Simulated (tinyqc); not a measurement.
# MOS inversion layer, Poisson-Schroedinger loop, step by step

Program tinyqc, `OMP_NUM_THREADS=1 python tinyqc.py 2160063 2160064 out.jsonl`; Intel Xeon 2.30GHz, shared host, one thread, about 0.4 s. Printed values are rounded.

Electrons confined at an insulator interface at z = 0, treated as a hard wall; parabolic valleys, Hartree approximation, no image or exchange terms. The depletion charge lies far deeper than the electrons and gives a uniform field q Nd/(eps0 eps_r); the gate balances all charge. Energies are counted from the band edge at the interface.

Parameters, values chosen for the exercise; masses and permittivity close to those of silicon (111):
```
symbol,value,unit,meaning
T,300,K,temperature
eps_r,11.5,,relative permittivity
mz1,0.259,m0,mass along z of valley set A (6 valley(s))
md1,0.359,m0,in-plane density-of-states mass of set A
Ns,3e11,cm^-2,sheet density of electrons
Nd,3.2e12,cm^-2,sheet density of depletion charge
hz,0.59,nm,mesh step
a,1,,mixing factor
```

Constants: q = 1.602176634e-19 C, kB = 1.380649e-23 J/K, hbar = 1.054571817e-34 J s, m0 = 9.1093837015e-31 kg, Vt = kB T/q, eps0 = 8.8541878128e-14 F/cm where lengths are in cm, hbar^2/(2 m0) = 0.0380998212 eV nm^2. Results are converted to the units shown.

## Fixed part of the potential

z, node 1 to 17 (nm): 0.59  1.18  1.77  2.36  2.95  3.54  4.13  4.72  5.31  5.9  6.49  7.08  7.67  8.26  8.85  9.44  10.03

V0 = q Nd z/(eps0 eps_r) in eV.

fixed potential V0, node 1 to 17 (eV): 0.029707  0.059415  0.089122  0.118830  0.148537  0.178245  0.207952  0.237660  0.267367  0.297075  0.326782  0.356490  0.386197  0.415905  0.445612  0.475320  0.505027

## Round 1: levels and probability densities

self-consistent potential U at the start, node 1 to 17 (eV): 0  0  0  0  0  0  0  0  0  0  0  0  0  0  0  0  0

Tridiagonal Hamiltonian with psi = 0 one step beyond both ends: H_ii = C (1/m_(i-1/2) + 1/m_(i+1/2))/hz^2 + V0_i + U_i, H_(i,i+1) = -C/(m_(i+1/2) hz^2), C = hbar^2/(2 m0). The lowest 2 level(s) are kept, normalised to hz sum |psi|^2 = 1. The mass is the same on all intervals.

levels (eV): A1 0.167179, A2 0.290754

```
node  |psi|^2 of A1 (1/nm)  |psi|^2 of A2 (1/nm)
1                 0.111189              0.105173
2                 0.311840              0.200951
3                 0.410879              0.106829
4                 0.366233              0.002447
5                 0.250107              0.061521
6                 0.139114              0.213505
7                 0.065342              0.305895
8                 0.026544              0.286995
9                 0.009487              0.203449
10                0.003022              0.116571
11                0.000866              0.056124
12                0.000225              0.023281
13                0.000054              0.008462
14                0.000012              0.002723
15                0.000002              0.000774
16                0.000000              0.000186
17                0.000000              0.000030
```

## Round 1: Fermi level and occupations

Level k holds N_k = D_k Vt ln(1 + exp((EF - E_k)/Vt)) with D = 6 md1 m0 q/(pi hbar^2) per eV (spin included); EF is fixed by sum N_k = Ns.

EF = 0.0546510 eV
N_k (cm^-2): A1 2.97487e11, A2 2.51336e9

## Round 1: density, output potential and mixing

n_i = sum_k N_k |psi_k|^2 (converted to cm^-3). Hartree part by Gauss: on the interval before node i the electrons still beyond are S_i = Ns - hz sum_(j<i) n_j, and U_i = U_(i-1) + q S_i hz/(eps0 eps_r) in eV, U_0 = 0 at the interface. Mixing: U(new) = U + a (U(out) - U).

```
node  n (1e18 cm^-3)  U(out) (eV)  U after round 1 (eV)
1            0.33342    0.0027851             0.0027851
2            0.93273    0.0053875             0.0053875
3            1.22500    0.0074791             0.0074791
4            1.08956    0.0088997             0.0088997
5            0.74558    0.0097235             0.0097235
6            0.41921    0.0101389             0.0101389
7            0.20207    0.0103248             0.0103248
8            0.08618    0.0103999             0.0103999
9            0.03334    0.0104278             0.0104278
10           0.01192    0.0104375             0.0104375
11           0.00399    0.0104407             0.0104407
12           0.00126    0.0104416             0.0104416
13           0.00037    0.0104419             0.0104419
14           0.00010    0.0104420             0.0104420
15           0.00003    0.0104420             0.0104420
16           0.00001    0.0104420             0.0104420
17           0.00000    0.0104420             0.0104420
```

## Round 2: levels and probability densities

As before.

levels (eV): A1 0.174975, A2 0.299838

```
node  |psi|^2 of A1 (1/nm)  |psi|^2 of A2 (1/nm)
1                 0.116110              0.107023
2                 0.321047              0.200100
3                 0.415704              0.101578
4                 0.363991              0.001356
5                 0.244463              0.067634
6                 0.133950              0.220736
7                 0.062083              0.308772
8                 0.024922              0.285447
9                 0.008812              0.200176
10                0.002780              0.113710
11                0.000790              0.054351
12                0.000204              0.022404
13                0.000048              0.008099
14                0.000010              0.002593
15                0.000002              0.000734
16                0.000000              0.000176
17                0.000000              0.000028
```

## Round 2: Fermi level and occupations

As before.

EF = 0.0624574 eV
N_k (cm^-2): A1 2.97608e11, A2 2.39216e9

## Round 2: density, output potential and mixing

As before.

```
node  n (1e18 cm^-3)  U(out) (eV)  U after round 2 (eV)
1            0.34811    0.0027851             0.0027851
2            0.96025    0.0053795             0.0053795
3            1.23960    0.0074479             0.0074479
4            1.08330    0.0088374             0.0088374
5            0.72916    0.0096335             0.0096335
6            0.40392    0.0100303             0.0100303
7            0.19215    0.0102058             0.0102058
8            0.08100    0.0102760             0.0102760
9            0.03101    0.0103019             0.0103019
10           0.01099    0.0103108             0.0103108
11           0.00365    0.0103137             0.0103137
12           0.00114    0.0103146             0.0103146
13           0.00034    0.0103148             0.0103148
14           0.00009    0.0103149             0.0103149
15           0.00002    0.0103149             0.0103149
16           0.00001    0.0103149             0.0103149
17           0.00000    0.0103149             0.0103149
```

## Course of the self-consistent loop

Start from U = 0. Stop when the largest |U(out) - U| is below 1e-7 eV, or after 120 rounds.

Course of the iteration:
```
round  level A1 (eV)    EF (eV)  largest |U(out) - U| (eV)
1           0.167179  0.0546510                     0.0104
2           0.174975  0.0624574                    1.27e-4
3           0.174924  0.0624059                    2.62e-6
4           0.174925  0.0624068                    5.39e-8
```

Converged in 4 rounds.

## Converged levels, occupations and centroid

converged U, node 1 to 17 (eV): 0.0027851  0.0053796  0.0074485  0.0088386  0.0096353  0.0100324  0.0102082  0.0102786  0.0103045  0.0103134  0.0103163  0.0103172  0.0103174  0.0103175  0.0103175  0.0103175  0.0103175

Solve for the levels with V0 + U, find EF, n_i = sum_k N_k |psi_k|^2 (in cm^-3); share of each level N_k/Ns; centroid sum n z/sum n.

levels (eV): A1 0.174925, A2 0.299747
EF = 0.0624068 eV
shares (%): A1 99.2014, A2 0.7986
n, node 1 to 17 (in units of 1e18 cm^-3): 0.34788  0.95973  1.23924  1.08334  0.72946  0.40425  0.19237  0.08112  0.03107  0.01102  0.00366  0.00115  0.00034  0.00009  0.00002  0.00001  0.00000
centroid = 2.18569 nm

An 800-node mesh to 17 nm with 8 levels a set gives A1 = 0.1761 eV, EF = 0.06362 eV and a centroid of 2.215 nm; the levels kept above hold 100 % of the electrons there. The coarse centroid is 1.3 % below the fine one.

## Closed-form estimates

Triangular well: E_k = a_k (C F^2/mz)^(1/3), a_1 = 2.338107, a_2 = 4.087949, C = hbar^2/(2 m0), F in eV/nm. Fang-Howard (all electrons in the lowest level of set A): b^3 = 6 (mz1/C) q (Nd + 11 Ns/32)/(eps0 eps_r), centroid 3/b, level C b^2/(4 mz1) + (3/b) q (Nd + 11 Ns/16)/(eps0 eps_r). Use F = q (Nd + Ns)/(eps0 eps_r), the surface field, and F = q (Nd + Ns/2)/(eps0 eps_r).

A1 with the surface field = 0.178660 eV
A1 with Nd + Ns/2 = 0.173518 eV
A2 with Nd + Ns/2 = 0.303379 eV
b = 1.28461 1/nm
Fang-Howard centroid = 2.33533 nm
Fang-Howard level = 0.185856 eV

Against the self-consistent A1 = 0.1761 eV on a fine mesh, the surface-field estimate is 1.4 % above it, the half-charge one 1.5 % below it and Fang-Howard 5.5 % above it. A1 holds 99.3 % of the electrons, and the Fang-Howard centroid is 5.4 % above the full one.
